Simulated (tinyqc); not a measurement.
Inside a calculation: sp3s* tight binding with spin-orbit coupling. Values are carried at full precision from step to step, so a last printed digit may differ when a step is redone from the rounded ones.

sp3s* tight binding, nearest neighbours only: anion (a) at 0, cation (c) at a/4 (1,1,1), orbitals s, px, py, pz, s* on each; k in units of 2 pi/a. With phases e_j = exp(i (pi/2) k.n_j) for n = (1,1,1), (1,-1,-1), (-1,1,-1), (-1,-1,1): g0 = (e1+e2+e3+e4)/4, g1 = (e1+e2-e3-e4)/4, g2 = (e1-e2+e3-e4)/4, g3 = (e1-e2-e3+e4)/4. The diagonal holds the levels Esa, Epa, Exa (s*) and Esc, Epc, Exc. Anion-cation block: <sa|sc> = Vss g0; <sa|xc> = Vsapc g1; <xa|sc> = -Vscpa g1; <xa|xc> = Vxx g0; <xa|yc> = <ya|xc> = Vxy g3, <xa|zc> = <za|xc> = Vxy g2, <ya|zc> = <za|yc> = Vxy g1; <s*a|xc> = Vxapc g1; <xa|s*c> = -Vpaxc g1; y and z take g2 and g3 in place of g1; s-s* and s*-s* vanish.

Constants: hbar^2/2m0 = 3.80998211 eV angstrom^2.

Values chosen for the exercise (near a published set for InP, fitted to gaps, whose masses and valley positions are rough; spin-orbit coupling, where it is added without a refit, lifts the valence top and shrinks all gaps by about a third of the splitting; the results hold for these values, not for the real material):
```
symbol  value            unit      meaning
k       (0.4, 0.4, 0.4)  2 pi/a    wave vector
Esa     -8.54            eV        s level of the anion
Epa     0.873            eV        p level of the anion
Esc     -1.487           eV        s level of the cation
Epc     4.054            eV        p level of the cation
Exa     8.248            eV        s* level of the anion
Exc     7.08             eV        s* level of the cation
Vss     -5.377           eV        s-s
Vxx     1.876            eV        px-px
Vxy     4.23             eV        px-py
Vsapc   2.23             eV        s anion, p cation
Vscpa   5.597            eV        s cation, p anion
Vxapc   3.465            eV        s* anion, p cation
Vpaxc   4.49             eV        p anion, s* cation
Da      0.068            eV        atomic spin-orbit splitting, anion
Dc      0.406            eV        the same, cation
a       5.868            angstrom  lattice constant
```

## Phase sums

Form g0 to g3 at this k.

g0, g1, g2, g3: 0.52951-0.20307i  -0.27951+0.38471i  -0.27951+0.38471i  -0.27951+0.38471i

## The Hamiltonian without spin-orbit coupling

Fill in the 10 x 10 matrix.

H(k) (eV), lower triangle (Hermitian):
```
,sa,xa,ya,za,s*a,sc,xc,yc,zc,s*c
sa,-8.5400
xa,0,0.8730
ya,0,0,0.8730
za,0,0,0,0.8730
s*a,0,0,0,0,8.2480
sc,-2.8472-1.0919i,1.5644+2.1532i,1.5644+2.1532i,1.5644+2.1532i,0,-1.4870
xc,-0.6233-0.8579i,0.9934+0.3810i,-1.1823-1.6273i,-1.1823-1.6273i,-0.9685-1.3330i,0,4.0540
yc,-0.6233-0.8579i,-1.1823-1.6273i,0.9934+0.3810i,-1.1823-1.6273i,-0.9685-1.3330i,0,0,4.0540
zc,-0.6233-0.8579i,-1.1823-1.6273i,-1.1823-1.6273i,0.9934+0.3810i,-0.9685-1.3330i,0,0,0,4.0540
s*c,0,1.2550+1.7273i,1.2550+1.7273i,1.2550+1.7273i,0,0,0,0,0,7.0800
```

## Levels at this k

Diagonalise H, which belongs to k = (0.4, 0.4, 0.4) (2 pi/a). Four bands are filled (two electrons each); give the make-up of band 5, the lowest empty one.

levels (eV): -10.0915  -5.3448  -0.8975  -0.8975  1.9725  4.2712  5.8245  5.8245  8.9545  10.4661

weights of band 5: s 0.477, p 0.410, s* 0.113

weight of band 5 on atom a = 0.231

The vertical gap at this k is 2.8700 eV; band 5 is mostly s-like.

## Levels at Gamma

Spin-orbit coupling acts within the p shell of each atom as (D/3) L.sigma, D = Da or Dc: it puts four states at Ep + D/3 and two at Ep - 2D/3.

At k = 0 only g0 = 1 is left and H falls into 2 x 2 blocks [[E_a, V], [V, E_c]] with roots (E_a + E_c)/2 -/+ sqrt(((E_a - E_c)/2)^2 + V^2); the s* levels stay uncoupled. The direct gap runs from the highest lower root of the p blocks to the lowest upper root.

Blocks at Gamma (eV):
```
block,E_a,E_c,V,lower root,upper root
s (Gamma6),-8.5400,-1.4870,-5.3770,-11.4438,1.4168
p 3/2 (Gamma8),0.8957,4.1893,1.8760,0.0462,5.0388
p 1/2 (Gamma7),0.8277,3.7833,1.8760,-0.0827,4.6937
```

direct gap at Gamma = 1.3706 eV

The lowest empty level at Gamma is s-like. The split-off band lies 0.1289 eV below the top, between Dc = 0.406 and Da = 0.068 eV, weighted by where the valence p state sits.

## Bands near the gap

Diagonalise at L = (1/2,1/2,1/2), X = (1,0,0), W = (1,1/2,0), K = (3/4,3/4,0) and at the fractions named between them; energies from the top of the valence band at Gamma; the matrix is 20 x 20 and 8 levels are filled.

Levels (eV):
```
k,level 3,level 5,level 7,level 8,level 9,level 10,level 11
L,-5.845,-1.080,-0.973,-0.973,1.846,1.846,4.172
L-G 0.5,-3.507,-0.625,-0.526,-0.526,2.182,2.182,4.437
G,-0.129,0.000,0.000,0.000,1.371,1.371,4.647
G-X 0.2,-1.180,-0.344,-0.270,-0.270,2.089,2.089,4.466
G-X 0.4,-2.913,-0.935,-0.871,-0.871,2.665,2.665,3.797
G-X 0.6,-4.598,-1.546,-1.486,-1.486,2.746,2.746,3.227
G-X 0.7,-5.354,-1.792,-1.733,-1.733,2.642,2.642,3.074
G-X 0.8,-6.012,-1.979,-1.919,-1.919,2.516,2.516,2.991
G-X 0.9,-6.505,-2.094,-2.035,-2.035,2.424,2.424,2.946
X,-6.702,-2.133,-2.074,-2.074,2.392,2.392,2.931
W,-6.712,-2.176,-2.089,-2.058,2.294,2.490,2.925
K,-6.593,-2.300,-1.783,-1.777,2.260,2.390,3.046
K-G 0.5,-4.167,-1.427,-0.634,-0.629,2.371,2.444,3.892
```

On these points the lowest empty level is lowest at G, 1.371 eV above the top.

## Valleys and masses

The lowest conduction level (mean of the pair) at Gamma, at its minimum on (x,0,0) for x from 0.5 to 1, and at the point L (L, and X where the search ends there, need not be minima in this model; a zero or negative inverse mass shows it). Inverse masses m0/m = (E(+h) + E(-h) - 2 E)/(2 c q^2) with c = hbar^2/2m0, q = h 2 pi/a, h = 0.002; longitudinal along the valley axis ([100] at Gamma and Delta, [111] at L), transverse along [010] or [1-10]. A dash: the next level lies within 0.15 eV, so a single mass has no use there.

Valleys:
```
valley,x (2 pi/a),E - Ev (eV),m0/m_l,m0/m_t
Gamma,0.0000,1.3706,8.20,8.20
Delta,1.0000,2.3916,0.75,0.00
L,0.5000,1.8456,0.64,1.46
```

Of these three the lowest is Gamma, which makes the gap direct, 1.3706 eV. At Delta m0/m_t is 0.00. This nearest-neighbour model is fitted to gaps: it places the Delta minimum and the masses at Delta and L only roughly (transverse masses can be several times too heavy), and since its bands are flat from X to W the transverse mass grows too heavy towards X; d orbitals or second neighbours cure this.

## Checks

- Direct gap at Gamma from the blocks against the full matrix: both 1.37055.

tinyqc: `OMP_NUM_THREADS=1 python tinyqc.py 1450452 1450453 out.jsonl`; about 0.2 s, one thread, shared Intel(R) Xeon(R) Processor @ 2.30GHz.
